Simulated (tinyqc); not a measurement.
Bowing of the band edge from disorder: coherent potential approximation for a binary alloy with a semi-elliptic band.

Site levels eA = -x d (share 1 - x) and eB = (1 - x) d (share x), so that their mean, the virtual crystal, is 0. Pure band: G0(z) = 2 (z - sqrt(z - W) sqrt(z + W))/W^2 with principal roots, density -Im G/pi per site. The medium has a self-energy S(z), G = G0(z - S), z = E + i eta. t_i = (e_i - S)/(1 - (e_i - S) G); the CPA demands <t> = (1 - x) tA + x tB = 0. Iteration: start at S = 0, set S(new) = S + <t>/(1 + <t> G), stop when |<t>| < 1e-9 eV.

Parameters, chosen for this exercise: W = 2.8 eV (half width of the pure band); d = 1.15 eV (eB - eA).

For eta = 0 the CPA reads G = (1 - x)/(y - eA) + x/(y - eB) with y = E - W^2 G/4; the lower edge is the maximum of E(y) = y + W^2 G(y)/4 for y < eA. The virtual crystal puts it at -W. Second order: -W - 2 x (1 - x) d^2/W, from S = x (1 - x) d^2 G0(-W), G0(-W) = -2/W.

Lower edge (eV):
```
x        edge  edge + W  second order  (edge + W)/(x (1 - x))
0.05  -2.8255   -0.0255       -0.0449                 -0.5367
0.10  -2.8501   -0.0501       -0.0850                 -0.5563
0.25  -2.9175   -0.1175       -0.1771                 -0.6264
0.40  -2.9731   -0.1731       -0.2267                 -0.7211
0.50  -3.0015   -0.2015       -0.2362                 -0.8058
0.60  -3.0206   -0.2206       -0.2267                 -0.9190
0.75  -3.0234   -0.2234       -0.1771                 -1.1916
0.90  -2.9665   -0.1665       -0.0850                 -1.8502
0.95  -2.9157   -0.1157       -0.0449                 -2.4362
```

second-order coefficient = -0.9446 eV

Disorder pushes the edge below the virtual crystal, most at x = 0.75 (-223 meV). The coefficient runs from -0.537 at x = 0.05 to -2.436 eV at 0.95, against -0.945 in second order: it depends strongly on x and is largest in size where the low-lying A atoms are dilute and act as attractive impurities.

Run: tinyqc, `OMP_NUM_THREADS=1 python tinyqc.py 1451583 1451584 out.jsonl`; Intel(R) Xeon(R) Processor @ 2.30GHz, one thread, shared host; about 0.01 s of CPU time with all checks.
